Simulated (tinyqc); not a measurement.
Inside a calculation. Method: plane-wave Kohn-Sham cycle with exchange-only LDA in a layered model solid. One step of it, computed by the program tinyqc.

Task: Iteration 2: levels at that k. Diagonalise the Hermitian matrix.

H (hartree), lower triangle:
```
           -3         -2         -1         +0         +1         +2        +3
-3   5.238214
-2  -0.086301   1.953212
-1   0.000083  -0.086301   0.128212
+0   0.000043   0.000083  -0.086301  -0.236789
+1   0.000001   0.000043   0.000083  -0.086301   0.858212
+2   0.000000   0.000001   0.000043   0.000083  -0.086301   3.413213
+3   0.000000   0.000000   0.000001   0.000043   0.000083  -0.086301  7.428215
```

Give: eigenvalues.

Result:

eigenvalues (hartree): -0.263  0.143  0.862  1.955  3.414  5.240  7.430
